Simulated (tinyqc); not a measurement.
From one set of inputs to another, one input at a time: mobility of a non-polar semiconductor in the relaxation-time approximation. Computed by tinyqc, a small Python program. Command: `OMP_NUM_THREADS=1 python tinyqc.py 3002415 3002416 out.jsonl rta ladder`. One thread of a shared host (Intel(R) Xeon(R) Processor @ 2.30GHz), about 0.03 s of CPU time with the checks.

Each valley is treated as a sphere of mass m_d for states and rates, with one isotropic relaxation time; the conductivity mass m_c sets the current.

The inputs printed are set A. Set A is modelled on holes in silicon; the values taken over come from a set modelled on electrons in silicon. Inputs not listed in the table keep their values of set A, so the rows need not describe a real material.

Inputs (values chosen for the exercise, modelled on holes in silicon):
```
quantity                                            value       unit
longitudinal mass m_l                               0.514        m_0
transverse mass m_t                                 0.514        m_0
equivalent valleys Z                                    1          -
static permittivity eps_s                            11.7          -
density rho                                          2329     kg/m^3
sound velocity v_l                                   9220        m/s
acoustic deformation potential D_A                    5.7         eV
phonon energy hbar w                                 64.8        meV
optical or intervalley deformation potential D_o      8.2  1e8 eV/cm
final valleys Z_f                                       1          -
carrier density n                                 1.3e+18     1/cm^3
compensation ratio C                                 0.16          -
temperature T                                         500          K
```

Band: parabolic. Impurity formula: Conwell-Weisskopf. Further scattering: none.

Constants: k_B = 8.617333262e-05 eV/K; m_0 = 9.1093837015e-31 kg; e = 1.602176634e-19 C; hbar = 1.054571817e-34 J s; eps_0 = 8.8541878128e-12 F/m; k_B = 1.380649e-23 J/K; hbar = 6.582119569e-16 eV s.

Method:
- m_d = (m_l m_t^2)^(1/3); 1/m_c = (1/m_l + 2/m_t)/3; Hall mass factor A = 3 K_m (K_m + 2)/(2 K_m + 1)^2, K_m = m_l/m_t; N_I = n (1 + C)/(1 - C).
- Parabolic band: E = hbar^2 k^2/(2 m), speed v = hbar k/m, states per spin, volume and energy g(E) = m k/(2 pi^2 hbar^2). Here m = m_d. Masses are multiplied by m_0 and all formulas are in SI units.
- The reduced Fermi level eta = E_F/(k_B T) solves n = 2 Z int g f dE with f = 1/(1 + exp(x - eta)) (Z = 1 unless valleys are given); screening length L_s = sqrt(eps_s eps_0 k_B T/(e^2 dn/deta)), dn/deta = 2 Z int g f (1 - f) dE.
- Integrals over x = E/(k_B T) use 160 Gauss-Legendre points in u = sqrt(x) from 0 to sqrt(max(eta, 0) + 32).
- Phonon occupation N_q = 1/(exp(hbar w/(k_B T)) - 1).
- Acoustic deformation potential (elastic, equipartition, absorption and emission together): 1/tau = 2 pi k_B T D_A^2 g(E)/(hbar rho v_l^2).
- Optical or intervalley deformation potential: 1/tau = (pi Z_f D_o^2/(rho w)) [N_q g(E + hbar w) + (N_q + 1) g(E - hbar w)], with g = 0 below the band edge.
- Each optical term is multiplied by (1 - f(E'))/(1 - f(E)), E' the final energy, for Pauli blocking.
- Singly charged impurities, momentum relaxation: 1/tau = N_I e^4 m (1 + 2 alpha E) Phi/(8 pi (eps_s eps_0)^2 hbar^3 k^3), with alpha = 0 for a parabolic band.
- Conwell-Weisskopf: Phi = ln(1 + y^2), y = 4 pi eps_s eps_0 E N_I^(-1/3)/e^2 (largest impact parameter N_I^(-1/3)/2).
- mu = (m_d/m_c) (2 Z e/(3 n k_B T)) int g v^2 tau f (1 - f) dE.
- Averages over x are split at the emission threshold x_0 = hbar w/(k_B T): 64 Gauss-Legendre points in sqrt(x) below it and 128 in sqrt(x - x_0) above it, up to x = max(eta, 0) + 32.
- Rates are added at each energy before the average. With <y> = int g v^2 y f (1 - f) dE: Hall factor r_H = A (3 n k_B T/(2 Z m_d)) <tau^2/(1 + 2 alpha E)>/<tau>^2 (alpha = 0 for a parabolic band); Hall mobility r_H mu; |S| = (k_B/e) (<x tau>/<tau> - eta); resistivity 1/(n e mu).

Each row keeps all changes above it:
```
input moved                                                      from       to  drift mobility mu (cm^2/(V s))  resistivity (ohm cm)  ionised impurity mobility (cm^2/(V s))
set A                                                               -        -                             223               0.02152                                     913
temperature T (K)                                                 500      350                             284               0.01693                                     652
compensation ratio C                                             0.16        0                             323               0.01487                                     847
transverse mass m_t (m_0)                                       0.514    0.191                             836               0.00574                                    1332
carrier density n (1/cm^3)                                    1.3e+18  2.6e+17                            1786               0.01344                                    4949
phonon energy hbar w (meV)                                       64.8     60.2                            1681               0.01428                                    4949
sound velocity v_l (m/s)                                         9220     9190                            1679               0.01430                                    4949
optical or intervalley deformation potential D_o (1e8 eV/cm)      8.2      5.1                            2081               0.01153                                    4949
```

Where does the difference come from?

Drift mobility mu goes from 223 to 2080, a factor 9.33 in all. The largest single move comes from transverse mass m_t (a factor 2.59). Resistivity goes from 0.0215 to 0.0115, a factor 0.536 in all. The largest single move comes from transverse mass m_t (a factor 0.386), and carrier density n works against it (a factor 2.34). Ionised impurity mobility goes from 913 to 4950, a factor 5.42 in all. The largest single move comes from carrier density n (a factor 3.72), and temperature T works against it (a factor 0.714). The single moves hold for this order of the switches; the total does not depend on the order.

Extremes, crossings and ranges named in words are read from the listed rows.
